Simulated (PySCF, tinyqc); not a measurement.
Inside a calculation. Method: G0W0 on RHF in the sto-3g basis, for H3+, spin multiplicity 1. The lowest restricted solution is unstable here: a spin-polarised one lies 0.0037 hartree lower (PySCF). One step of it, computed by the program tinyqc.

Task: G0W0 on Hartree-Fock: HOMO. W(p,q,m) = sqrt2 sum_ia (pq|ia) (X+Y)_ia,m; Sigma_c(x) = sum_(i,m) W^2/(x - e_i + w_m) + sum_(a,m) W^2/(x - e_a - w_m); solve x = e_p + Sigma_c(x) by Newton steps; Z = 1/(1 - dSigma/dx); 1 hartree = 27.211386 eV.

orbital energies (hartree): MO1 -0.887421, MO2 -0.334493, MO3 0.149940

Two-electron integrals over orbitals (pq|rs), unique and non-zero (hartree):
```
p,q,r,s,(pq|rs)
1,1,1,1,0.540387
2,1,1,1,-0.000127
2,1,2,1,0.146967
2,2,1,1,0.456365
2,2,2,1,0.000207
2,2,2,2,0.515433
3,1,1,1,0.091796
3,1,2,1,0.000042
3,1,2,2,-0.048159
3,1,3,1,0.140782
3,2,1,1,0.000064
3,2,2,1,-0.144170
3,2,2,2,-0.000208
3,2,3,1,-0.000121
3,2,3,2,0.160612
3,3,1,1,0.546293
3,3,2,1,-0.000202
3,3,2,2,0.484122
3,3,3,1,0.080227
3,3,3,2,0.000162
3,3,3,3,0.580932
```

excitation energies w (hartree): 0.794217  1.288521

X + Y:
```
,1,2
1>2,0.834383,0.000081
1>3,-0.000141,0.897262
```

Give: The 12 largest terms at x = e_p; Newton steps; quasiparticle energy of the HOMO; Hartree-Fock value.

Result:

The 12 largest terms at x = e_p (hartree; W for the signs of X + Y given):
```
q,m,W,term
2,1,0.1734,-0.0223
3,2,0.1786,-0.0137
1,2,0.1165,0.0105
1,1,-1.69e-04,3.58e-08
2,2,7.01e-05,-2.67e-09
3,1,2.14e-05,-2.51e-10
```

Newton steps (hartree):
```
step,x,Sigma_c(x),Z
0,-0.8874,-0.0255,0.9703
1,-0.9122,-0.0248,0.9706
2,-0.9122,-0.0248,0.9706
```

quasiparticle energy of the HOMO = -24.8218 eV

Hartree-Fock value = -24.1480 eV
